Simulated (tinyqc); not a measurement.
# Inputs raised by 2 %, one at a time

Model: pair-potential crystal by lattice sums. Computed by tinyqc, a small Python program. Command: `OMP_NUM_THREADS=1 python tinyqc.py 3015414 3015415 out.jsonl pairsum sens`. One thread of a shared host (Intel(R) Xeon(R) Processor @ 2.30GHz), about 0.05 s of CPU time with the checks.

Energy per atom E = (1/2) sum over neighbours of phi(r); d is the nearest-neighbour distance.

Inputs (values chosen for the exercise, for model atoms):

| quantity | value | unit |
|---|---|---|
| well depth eps | 0.0362 | eV |
| pair minimum r0 | 3.31 | angstrom |
| cut-off r_c/r0 | 2.05 | - |
| repulsive exponent n | 12 | - |
| attractive exponent m | 5 | - |

Potential: Mie n-m. Structure: fcc.

Constants: 1 eV/angstrom^3 = 160.2176634 GPa.

Method:
- phi0(r) = eps [m (r0/r)^n - n (r0/r)^m]/(n - m); shifted-force cut-off: phi(r) = phi0(r) - phi0(r_c) - (r - r_c) phi0'(r_c) for r < r_c, zero beyond.
- Shells (distance in units of d, count): fcc 1.0000 (12), 1.4142 (6), 1.7321 (24), 2.0000 (12), 2.2361 (24), 2.4495 (8), 2.6458 (48), 2.8284 (6), 3.0000 (36), 3.1623 (24); hcp 1.0000 (12), 1.4142 (6), 1.6330 (2), 1.7321 (18), 1.9149 (12), 2.0000 (6), 2.2361 (12), 2.3805 (12), 2.4495 (6), 2.5166 (6), 2.5820 (12), 2.6458 (24), 2.7080 (6), 2.8868 (12), 3.0000 (12), 3.1091 (24), 3.1623 (12); bcc 1.0000 (8), 1.1547 (6), 1.6330 (12), 1.9149 (24), 2.0000 (8), 2.3094 (6), 2.5166 (24), 2.5820 (24), 2.8284 (24), 3.0000 (32); sc 1.0000 (6), 1.4142 (12), 1.7321 (8), 2.0000 (6), 2.2361 (24), 2.4495 (24), 2.8284 (12), 3.0000 (30), 3.1623 (24); diamond 1.0000 (4), 1.6330 (12), 1.9149 (12), 2.3094 (6), 2.5166 (12), 2.8284 (24), 3.0000 (16). Volumes per atom in d^3: fcc 0.70711, hcp 0.70711, bcc 0.76980, sc 1.00000, diamond 1.53960; hcp has the ideal c/a. Every shell inside the cut-off is summed.
- Equilibrium: dE/dd = 0 at the lowest minimum with d between 0.78 r0 and 1.45 r0; B = d^2 E''(d)/(9 Omega).
- Unrelaxed vacancy: removing an atom breaks its bonds (2|E|) and placing it on the surface returns |E|, so E_v = |E|.
- At zero stress C_ijkl = (1/(2 Omega)) sum (phi'' - phi'/r) R_i R_j R_k R_l / r^2 over all neighbours, on cube axes; so C44 = C12 (Cauchy relation). C' = (C11 - C12)/2.

Runs:

| input moved | from | to | equilibrium distance d (angstrom) | energy per atom (eV) | bulk modulus B (GPa) | C11 (GPa) |
|---|---|---|---|---|---|---|
| base run | - | - | 3.244 | -0.2133 | 11.57 | 16.26 |
| well depth eps (eV) | 0.0362 | 0.036924 | 3.244 | -0.2176 | 11.80 | 16.58 |
| pair minimum r0 (angstrom) | 3.31 | 3.3762 | 3.309 | -0.2133 | 10.90 | 15.32 |
| cut-off r_c/r0 | 2.05 | 2.091 | 3.240 | -0.2197 | 11.89 | 16.72 |
| repulsive exponent n | 12 | 12.24 | 3.246 | -0.2134 | 11.77 | 16.55 |
| attractive exponent m | 5 | 5.1 | 3.246 | -0.2145 | 11.75 | 16.51 |

Exponents ln(y'/y) / ln(x'/x):

| input | equilibrium distance d | energy per atom | bulk modulus B | C11 |
|---|---|---|---|---|
| well depth eps | 0.000 | 1.000 | 1.000 | 1.000 |
| pair minimum r0 | 1.000 | 0.000 | -3.000 | -3.000 |
| cut-off r_c/r0 | -0.062 | 1.481 | 1.351 | 1.409 |
| repulsive exponent n | 0.029 | 0.023 | 0.848 | 0.913 |
| attractive exponent m | 0.024 | 0.279 | 0.760 | 0.781 |

Among the inputs moved here: equilibrium distance d answers most in size to pair minimum r0 (exponent +1.000), next to cut-off r_c/r0 (-0.062); its exponent is below 0.0005 for well depth eps. Its exponent 0.000 in well depth eps: the geometry does not depend on the energy scale. Its exponent +1.000 in pair minimum r0: r0 sets the length scale. Energy per atom answers most in size to cut-off r_c/r0 (exponent +1.481), next to well depth eps (+1.000); its exponent is below 0.0005 for pair minimum r0. Its exponent +1.000 in well depth eps: eps sets the energy scale. Its exponent 0.000 in pair minimum r0: energy does not depend on the length scale. Bulk modulus B answers most in size to pair minimum r0 (exponent -3.000), next to cut-off r_c/r0 (+1.351). Its exponent +1.000 in well depth eps: B scales as eps/r0^3. Its exponent -3.000 in pair minimum r0: B scales as eps/r0^3. C11 answers most in size to pair minimum r0 (exponent -3.000), next to cut-off r_c/r0 (+1.409).

Extremes, crossings and ranges named in words are read from the listed rows.
